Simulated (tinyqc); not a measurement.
Biaxial strain splits the top of the valence band: sp3s* tight binding, strained.

sp3s* tight binding, nearest neighbours only: anion (a) at 0, cation (c) at a/4 (1,1,1), orbitals s, px, py, pz, s* on each; k in units of 2 pi/a. With phases e_j = exp(i (pi/2) k.n_j) for n = (1,1,1), (1,-1,-1), (-1,1,-1), (-1,-1,1): g0 = (e1+e2+e3+e4)/4, g1 = (e1+e2-e3-e4)/4, g2 = (e1-e2+e3-e4)/4, g3 = (e1-e2-e3+e4)/4. The diagonal holds the levels Esa, Epa, Exa (s*) and Esc, Epc, Exc. Anion-cation block: <sa|sc> = Vss g0; <sa|xc> = Vsapc g1; <xa|sc> = -Vscpa g1; <xa|xc> = Vxx g0; <xa|yc> = <ya|xc> = Vxy g3, <xa|zc> = <za|xc> = Vxy g2, <ya|zc> = <za|yc> = Vxy g1; <s*a|xc> = Vxapc g1; <xa|s*c> = -Vpaxc g1; y and z take g2 and g3 in place of g1; s-s* and s*-s* vanish.

Strain e moves each bond vector to d = (1 + e) d0 (no internal displacement for the diagonal strains used here) and k is given in fractions of the strained reciprocal cell, so the phases stay. Two-centre values Vss_sigma = Vss/4, Vsp_sigma = sqrt3 V/4 for each s-p and s*-p pair, Vpp_sigma = (Vxx + 2 Vxy)/4, Vpp_pi = (Vxx - Vxy)/4 are scaled by (d0/d)^eta and combined with the new direction cosines; the levels on the diagonal stay.

Values chosen for the exercise (near a published set for Si, fitted to gaps, whose masses and valley positions are rough; spin-orbit coupling, where it is added without a refit, lifts the valence top and shrinks all gaps by about a third of the splitting; shifted at random, so the results belong to these values and not to a real crystal): Esa = -4.172 eV (s level of the anion); Epa = 1.71 eV (p level of the anion); Esc = -4.172 eV (s level of the cation); Epc = 1.71 eV (p level of the cation); Exa = 6.641 eV (s* level of the anion); Exc = 6.641 eV (s* level of the cation); Vss = -8.27 eV (s-s); Vxx = 1.709 eV (px-px); Vxy = 4.539 eV (px-py); Vsapc = 5.691 eV (s anion, p cation); Vscpa = 5.691 eV (s cation, p anion); Vxapc = 5.357 eV (s* anion, p cation); Vpaxc = 5.357 eV (p anion, s* cation); eta = 2 (scaling exponent); D001 = 0.79 (ratio -ezz/exx).

No spin-orbit coupling; k = 0; exx = eyy = e, ezz = -D001 e. The four bonds keep equal lengths, and the sums over them give Vxx(e) for px and py and Vzz(e) for pz; each level is the lower root of [[Epa, V], [V, Epc]], and the s level the upper root of the s block. The shear potential b follows from E(x,y) - E(z) = 3 b (exx - ezz), taken as the slope between e = -0.005 and 0.005.

Couplings and levels at Gamma (eV):
```
e           ezz  Vxx(e)  Vzz(e)   E(x,y)     E(z)  E(x,y) - E(z) (meV)  upper s level
-0.020   0.0158  1.6248  1.9596   0.0852  -0.2496                334.8         4.2306
-0.010   0.0079  1.6678  1.8327   0.0422  -0.1227                164.9         4.1645
-0.005   0.0040  1.6886  1.7705   0.0214  -0.0605                 81.9         4.1313
0.005   -0.0040  1.7290  1.6483  -0.0190   0.0617                -80.6         4.0646
0.010   -0.0079  1.7485  1.5885  -0.0385   0.1215               -160.0         4.0311
0.020   -0.0158  1.7864  1.4712  -0.0764   0.2388               -315.2         3.9639
```

b = -3.026 eV

What does the comparison show, and why?

Under tension in the plane (e > 0) the bonds tilt towards the plane, Vxx grows to 1.7485 and Vzz falls to 1.5885 eV at e = 0.01, and the pz state forms the top of the valence band, by 160.0 meV; under compression (e = -0.01) the px, py pair does, by 164.9 meV. The slope gives b = -3.03 eV, a rough value, since on-site strain terms are left out (measured values lie near -2 eV).

(tinyqc, `OMP_NUM_THREADS=1 python tinyqc.py 1451543 1451544 out.jsonl`, Intel(R) Xeon(R) Processor @ 2.30GHz, 1 thread, shared host, about 0.1 s.)
